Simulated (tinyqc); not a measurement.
Inside a calculation. Method: Jacobi rotations on a symmetric matrix. One step of it, computed by the program tinyqc.

Problem. Jacobi rotation 1. Take the largest off-diagonal element A_pq; tan 2 theta = 2 A_pq / (A_qq - A_pp) with |theta| <= pi/4; A' = J^T A J with J_pp = J_qq = cos, J_pq = sin, J_qp = -sin.

A:
```
[[0.208000, -0.176000, 0.560000, 0.105000, 0.401000, 0.144000],
 [-0.176000, 1.070000, 0.122000, -0.594000, 0.465000, -0.234000],
 [0.560000, 0.122000, 1.307000, 0.121000, 0.476000, -0.174000],
 [0.105000, -0.594000, 0.121000, 1.624000, 0.783000, -0.155000],
 [0.401000, 0.465000, 0.476000, 0.783000, 1.815000, -1.067000],
 [0.144000, -0.234000, -0.174000, -0.155000, -1.067000, 3.304000]]
```

Give: p, q, theta; A'.

Solution.

p, q, theta (rad): [5.0000, 6.0000, -0.4808]

A':
```
[[0.2080, -0.1760, 0.5600, 0.1050, 0.4221, -0.0578],
 [-0.1760, 1.0700, 0.1220, -0.5940, 0.3041, -0.4225],
 [0.5600, 0.1220, 1.3070, 0.1210, 0.3416, -0.3744],
 [0.1050, -0.5940, 0.1210, 1.6240, 0.6225, -0.4995],
 [0.4221, 0.3041, 0.3416, 0.6225, 1.2584, 0.0000],
 [-0.0578, -0.4225, -0.3744, -0.4995, 0.0000, 3.8606]]
```
